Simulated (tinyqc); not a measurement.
Wafer bonding and layer transfer: bond energy, gap closing, particles, bonding of dissimilar wafers and hydrogen blisters: one step, computed by the program tinyqc. Command: `OMP_NUM_THREADS=1 python tinyqc.py 3010371 3010372 out.jsonl bond walk`. One thread of a shared host (Intel(R) Xeon(R) Processor @ 2.30GHz), about 0.01 s of CPU time with the checks.

gamma is the energy per area of each of the two surfaces; plates are isotropic, and both wafers have E1 and t1.

Problem. Does a shallow gap close? E' = E1/(1 - nu^2), equal wafers of thickness t1 assumed. A gap of radius R closes if h_g < h_c: h_c = R^2/sqrt((2/3) E' t1^3/gamma) for R > 2 t1 (plate bending), h_c = 3.6 sqrt(R gamma/E') for R < 2 t1 (local deformation).

Inputs (values chosen for the exercise, with wafer 1 close to silicon):
```
quantity                    value        unit
Young's modulus E1            141         GPa
Poisson ratio nu              0.2           -
thickness t1                  300  micrometre
radius of a shallow gap R     3.9          mm
half height of the gap h_g     30          nm
```

bond energy gamma = 0.1664994 J/m^2

Give: closable height h_c; h_g/h_c.

Solution.

closable height h_c = 3817.0 nm

h_g/h_c = 0.0078595

The gap closes.
